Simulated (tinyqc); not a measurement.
From results back to parameters: linear model of a band gap against the share of exact exchange. Five cases, with inputs chosen for the exercise.

Problem. Gap and optical dielectric constant were computed at two shares alpha. They follow E = E0 + S alpha and eps = 1 + (e0 - 1)(EP/(EP + S alpha))^2.

Case 1.

Values chosen (out of a larger set: of the order of those of GaAs; not measured data): al12 = (0.25, 0.35) (two shares of exact exchange).

gaps (eV): 1.82500  2.34300

eps: 9.191130  8.488518

Case 2.

Values chosen (out of a larger set: of the order of those of InP; not measured data): al12 = (0.1, 0.4) (two shares of exact exchange).

gaps (eV): 1.30000  3.07000

eps: 9.495141  7.184531

Case 3.

Values chosen (out of a larger set: of the order of those of InP; not measured data): al12 = (0.25, 0.4) (two shares of exact exchange).

gaps (eV): 1.97500  2.75200

eps: 8.717460  7.724164

Case 4.

Values chosen (out of a larger set: of the order of those of GaP; not measured data): al12 = (0.2, 0.3) (two shares of exact exchange).

gaps (eV): 2.74200  3.28800

eps: 8.494029  7.905990

Case 5.

Values chosen (out of a larger set: of the order of those of Al2O3; not measured data): al12 = (0.25, 0.4) (two shares of exact exchange).

gaps (eV): 8.27000  9.75200

eps: 3.055612  2.867042

Find: S; E0; EP; e0.

Solution. The two gaps give S and E0. With q = sqrt((eps1 - 1)/(eps2 - 1)) = (EP + S alpha2)/(EP + S alpha1), EP = S (alpha2 - q alpha1)/(q - 1); e0 follows from either eps.

Case 1.

S = 5.18 eV
E0 = 0.53 eV
EP = 10.0 eV
e0 = 11.45

Case 2.

S = 5.90 eV
E0 = 0.71 eV
EP = 9.7 eV
e0 = 10.56

Case 3.

S = 5.18 eV
E0 = 0.68 eV
EP = 9.6 eV
e0 = 10.94

Case 4.

S = 5.46 eV
E0 = 1.65 eV
EP = 12.0 eV
e0 = 9.92

Case 5.

S = 9.88 eV
E0 = 5.80 eV
EP = 27.6 eV
e0 = 3.44

Computed by tinyqc, one run a case: `OMP_NUM_THREADS=1 python tinyqc.py N N+1 out.jsonl` with N = 1851118, 1851162, 1851257, 1851261, 1851286; one thread of a shared Intel(R) Xeon(R) Processor @ 2.30GHz, about 0.01 s a run at most.
